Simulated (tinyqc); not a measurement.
Band bending at a free surface with a continuum of surface states, surface photovoltage and Kelvin probe: two steps of the calculation.

n-type bulk, xi = Ec - EF = Vt ln(Nc/Nd), p0 = ni^2/Nd, ni = sqrt(Nc Nv) exp(-Eg/(2 Vt)), Eg in volts. b is the upward band bending, u = b/Vt. Space charge per area, in units of q: Qc = sign(b) sqrt((2 eps0 eps_r Vt/q) [(Nd + dn)(exp(-u) - 1) + Nd u + (p0 + dn)(exp(u) - 1)]), with dn the excess density under light (flat quasi-Fermi levels; 0 in the dark). The states hold -Ds (E0 - xi - b): negative while the Fermi level lies above the neutrality level. Neutrality: Qc + Qf + (charge of the states) = 0.

Values chosen for this exercise; band and dielectric values close to those of indium phosphide: temperature T = 300 K; band gap Eg = 1.32 eV; relative permittivity eps_r = 12.6; conduction-band density of states at T Nc = 5.6e17 cm^-3; valence-band density of states at T Nv = 1.09e19 cm^-3; electron affinity chi = 4.46 eV; donor density Nd = 1e15 cm^-3; fixed positive charge at the surface Qf = 0 cm^-2; work function of the probe tip pt = 4.77 eV; density of surface states Ds = 3.9e12 cm^-2 eV^-1; depth of their neutrality level below the conduction edge E0 = 0.56 eV.

Constants: q = 1.602176634e-19 C, kB = 1.380649e-23 J/K, Vt = kB T/q, eps0 = 8.8541878128e-14 F/cm where lengths are in cm. Results are converted to the units shown.

Task 1. Band bending in the dark. Fixed-point step: b(new) = E0 - xi - (Qc(b) + Qf)/Ds.

b at the start = 0.32 V

Give: b after iteration 1.

Result 1.

b after iteration 1 = 0.3800 V

Task 2. Work function and Kelvin-probe reading. Work function chi + xi + b; contact potential difference CPD = (work function of the sample) - pt. Depth of EF below Ec at the surface: xi + b. Depletion width Qc/Nd.

converged b = 0.37844257 V

Wanted: xi + b; Qc; Qc/Nd; work function; CPD.

Result 2.

xi + b = 0.5420 eV
Qc = 7.007e10 cm^-2
Qc/Nd = 700.7 nm
work function = 5.002 eV
CPD = 232.0 mV

The Fermi level lies 18.0 meV above the neutrality level.

Program tinyqc, `OMP_NUM_THREADS=1 python tinyqc.py 2430168 2430169 out.jsonl`; Intel Xeon 2.30GHz, shared host, one thread, about 0.01 s.
